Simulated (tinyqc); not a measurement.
Tight binding, kagome lattice, step by step. One step of it, computed by the program tinyqc.

Question. Levels at K. Diagonalise the Hermitian matrix.

H(k) at K (eV), lower triangle (Hermitian):
```
                     A                    B         C
A             0.000000
B  -0.545000-0.943968i             0.000000
C  -0.545000+0.943968i  -0.545000-0.943968i  0.000000
```

Give: eigenvalues.

Answer.

eigenvalues (eV): -1.0900  -1.0900  2.1800
